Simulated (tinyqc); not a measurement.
Frenkel-Kontorova chain: a misfit dislocation (kink) in a monolayer on a periodic substrate. Changing the corrugation W. Computed by tinyqc, a small Python program. Command: `OMP_NUM_THREADS=1 python tinyqc.py 3010672 3010673 out.jsonl fkchain sweep`. One thread of a shared host (Intel(R) Xeon(R) Processor @ 2.30GHz), about 0.02 s of CPU time with the checks.

E = sum_j [(k/2)(x_(j+1) - x_j - b)^2 + (W/2)(1 - cos(2 pi x_j/a))], x_j = a (j + u_j). A kink takes u from 0 to 1: the chain is stretched by one period and has one atom fewer than wells.

Inputs (values chosen for the exercise, for a model overlayer):

| quantity | value | unit |
|---|---|---|
| spring constant k | 1.35 | eV/angstrom^2 |
| substrate period a | 4.19 | angstrom |
| misfit f = (b - a)/a | 0.67 | - |
| atoms on each side n | 9 | - |
| atomic mass M | 97.4 | u |

Relaxation: Newton steps.

Constants: nu for 1 eV/(angstrom^2 u) = 15.6333042 THz.

Method:
- l0 = sqrt(k a^2/(2 W)); kink u(j) = (2/pi) arctan exp(pi j/l0); kink energy at f = 0: E0 = (4/pi) W l0; with misfit E0 - k a^2 f; kinks become favourable at f_c = 2/(pi l0), and a coherent chain with free ends loses stability at f_m = 1/l0. Lowest vibration of the flat chain: nu0 = 15.6333042 THz x sqrt(2 pi^2 W/(a^2 M)).
- Discrete chain at f = 0, ends held at u = 0 and 1: E = (k a^2/2) sum (u_(j+1) - u_j)^2 + (W/2) sum (1 - cos 2 pi u_j), gradient g_j = k a^2 (2 u_j - u_(j-1) - u_(j+1)) + pi W sin(2 pi u_j), Hessian 2 k a^2 + 2 pi^2 W cos(2 pi u_j) on the diagonal and -k a^2 beside it.
- Start as above (continuum shape at j + 1/2, j = -n..n-1, l0 = sqrt(k a^2/(2 W))). u(new) = u - H^-1 g; stop when the largest gradient is below 1e-9 eV.
- Repeat by Newton steps with an atom at the centre (j = -n..n, u_0 = 1/2). Barrier = difference of the two energies; the lowest Hessian eigenvalue tells minimum from saddle.

One run for each value:

| corrugation W (eV) | kink width l0 | Peierls barrier (meV) | energy, centre between atoms (eV) | kink energy E0 (eV) | critical misfit f_c |
|---|---|---|---|---|---|
| 0.79 | 3.873 | 1.628e+00 | 3.858 | 3.90 | 0.1644 |
| 1.00 | 3.442 | 6.092e+00 | 4.326 | 4.38 | 0.1849 |
| 1.40 | 2.909 | 3.075e+01 | 5.078 | 5.19 | 0.2188 |
| 1.80 | 2.566 | 8.612e+01 | 5.696 | 5.88 | 0.2481 |
| 2.30 | 2.270 | 2.059e+02 | 6.332 | 6.65 | 0.2805 |
| 3.00 | 1.987 | 4.641e+02 | 7.031 | 7.59 | 0.3203 |
| 4.00 | 1.721 | 9.791e+02 | 7.767 | 8.77 | 0.3699 |
| 5.20 | 1.510 | 1.754e+03 | 8.396 | 9.99 | 0.4217 |
| 6.80 | 1.320 | 2.951e+03 | 8.979 | 11.43 | 0.4822 |

Over the rows, kink width l0 falls from 3.87 to 1.32 (exponent d ln y / d ln x about -0.50 throughout); Peierls barrier (meV) rises from 1.63 to 2950 (exponent d ln y / d ln x 5.6 between the first rows and 1.9 between the last); energy, centre between atoms (eV) rises from 3.86 to 8.98 (exponent d ln y / d ln x 0.49 between the first rows and 0.25 between the last). The exponent of kink energy E0 stays at 0.50: the geometric mean of spring and corrugation. The exponent of critical misfit f_c stays at 0.50: f_c goes as 1/l0. ln(barrier/W) against l0 has the slope -2.52 between the first rows; for wide kinks the law is l0^2 exp(-pi l0), with slope 2/l0 - pi = -2.59. The continuum energy is too high by 0.99 % in the first row and 27 % in the last.

Caution (rows 1.40, 1.80, 2.30, 3.00, 4.00, 5.20, 6.80): a corrugation above 1 eV is larger than real overlayers usually show; it is chosen to keep the kink narrow. Caution (rows 1.40, 1.80, 2.30, 3.00, 4.00, 5.20, 6.80): for l0 below about 3 the kink spans few atoms, and the continuum kink energy is off by about 2 per cent or more.

Extremes, crossings and ranges named in words are read from the listed rows.
